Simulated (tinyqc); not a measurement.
Changing the band gap E_g: two-band model of a narrow-gap semiconductor with electrons and holes. Computed by tinyqc, a small Python program. Command: `OMP_NUM_THREADS=1 python tinyqc.py 3014824 3014825 out.jsonl bipolar sweep`. One thread of a shared host (Intel(R) Xeon(R) Processor @ 2.30GHz), about 0.07 s of CPU time with the checks.

Two parabolic bands with acoustic scattering (r = -1/2, a = 0), a gap that does not change with T, and fully ionised dopants. Melting is ignored, so values above the melting point are formal, and kappa_L does not change with T. eta_n = (E_F - E_c)/(k_B T), eta_p = -eta_n - E_g/(k_B T).

Inputs (values chosen for the exercise, modelled on germanium):
```
quantity                                value        unit
electron mass m_n                        0.56         m_0
hole mass m_p                            0.34         m_0
electron mobility parameter mu_300,n     3400  cm^2/(V s)
hole mobility parameter mu_300,p         1800  cm^2/(V s)
temperature exponent p                    1.5           -
net doping N                          1.3e+17      1/cm^3
lattice thermal conductivity kappa_L       36     W/(m K)
temperature T                             490           K
```

Doping: n-type.

Constants: k_B = 8.617333262e-05 eV/K; m_0 = 9.1093837015e-31 kg; k_B = 1.380649e-23 J/K; hbar = 1.054571817e-34 J s; e = 1.602176634e-19 C.

Method:
- With x = E/(k_B T), a = alpha k_B T (0 for a parabolic band), G = x (1 + a x), D = 1 + 2 a x and <y> = int y f (1 - f) dx, f = 1/(1 + exp(x - eta)): tau = tau_0 G^r/D; transport function s = G^(3/2 + r)/D^2; n = N_0 <G^(3/2)> with N_0 = (2 m k_B T)^(3/2)/(3 pi^2 hbar^3).
- Integrals over x = E/(k_B T) use 160 Gauss-Legendre points in u = sqrt(x) from 0 to sqrt(max(eta, 0) + 32).
- Neutrality: n - p = N, with n = N_0(m_n) <x^(3/2)> at eta_n and p = N_0(m_p) <x^(3/2)> at eta_p.
- sigma = e mu_0 N_0 <s> with mu_0 = e tau_0/m = mu_300 (T/300 K)^(-p); |S| = (k_B/e)(<x s>/<s> - eta); Lorenz number L = (k_B/e)^2 (<x^2 s>/<s> - (<x s>/<s>)^2); kappa_e = L sigma T; zT = S^2 sigma T/(kappa_L + kappa_e).
- Hall factor r_H = <x^(3/2)> <x^(1/2)>/<s>^2.
- Both bands together (these totals replace the one-band zT): sigma = sigma_n + sigma_p; S = (sigma_p |S_p| - sigma_n |S_n|)/sigma; kappa_bip = (sigma_n sigma_p/sigma)(|S_n| + |S_p|)^2 T; kappa_e = (L_n sigma_n + L_p sigma_p) T; zT = S^2 sigma T/(kappa_L + kappa_e + kappa_bip); weak-field R_H = (r_p sigma_p^2/p - r_n sigma_n^2/n)/(e sigma^2), where the Hall factors r_n and r_p are <x^(3/2)> <x^(1/2)>/<s>^2.

One run for each value; columns: (1) band gap E_g (eV); (2) Seebeck coefficient S (microvolt/K); (3) bipolar thermal conductivity (W/(m K)); (4) zT; (5) conductivity sigma (S/cm):
```
(1)      (2)        (3)      (4)    (5)
0.17  -149.5  3.066e+00  0.01592  573.8
0.24  -183.5  1.953e+00  0.01140  263.5
0.33  -262.3  9.543e-01  0.00894   98.2
0.46  -491.4  2.068e-01  0.01096   33.6
0.64  -611.1  6.318e-03  0.01302   25.6
0.89  -614.4  2.921e-05  0.01309   25.5
1.20  -614.4  3.163e-08  0.01309   25.5
1.70  -614.4  4.245e-13  0.01309   25.5
```

What does the table show, and why?

Over the rows, Seebeck coefficient S (microvolt/K) falls from -150 to -614; bipolar thermal conductivity (W/(m K)) falls from 3.07 to 4.24e-13 (exponent d ln y / d ln x -1.3 between the first rows and -32 between the last); zT goes from 0.0159 through a minimum among these rows, 0.00894 at 0.330, to 0.0131. E_g/(k_B T) runs from 4.0 to 40.3; between the last rows ln(kappa_bip) falls by 0.95 per k_B T of gap (in the limit of gaps of very many k_B T, 1 while doping fixes the majority density and 1/2 in intrinsic material).

Extremes, crossings and ranges named in words are read from the listed rows.
